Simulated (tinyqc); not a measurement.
Landau-Devonshire theory of a uniaxial ferroelectric: one step, computed by the program tinyqc. Command: `OMP_NUM_THREADS=1 python tinyqc.py 3030676 3030677 out.jsonl ferro walk`. One thread of a shared host (Intel(R) Xeon(R) Processor @ 2.30GHz), about 0.01 s of CPU time with the checks.

G(P) = (alpha/2) P^2 + (beta*/4) P^4 + (gamma/6) P^6 - E P per volume, SI units, one domain, P along the polar axis, which is normal to the film.

Problem. Coefficients at T. alpha = alpha_0 (T - T0*), with clamping: T0* = T0 + 4 Q12 u_m/(alpha_0 (s11 + s12)), beta* = beta + 4 Q12^2/(s11 + s12).

Inputs (values chosen for the exercise, for a model ferroelectric):
```
quantity                       value         unit
alpha_0                     1.45e+06  J m/(C^2 K)
Curie-Weiss temperature T0       370            K
beta                          -5e+09    J m^5/C^4
temperature T                    336            K
misfit strain u_m            -0.0083            -
electrostriction Q12          -0.027      m^4/C^2
compliance s11 + s12         8.8e-12        m^2/N
```

Sample: epitaxial film.

Give: T0*; alpha; beta*.

Solution.

T0* = 440.3 K

alpha = -1.512e+08 J m/C^2

beta* = -4.669e+09 J m^5/C^4

Compression raises T0 by 70 K. beta* < 0: the transition is of first order.
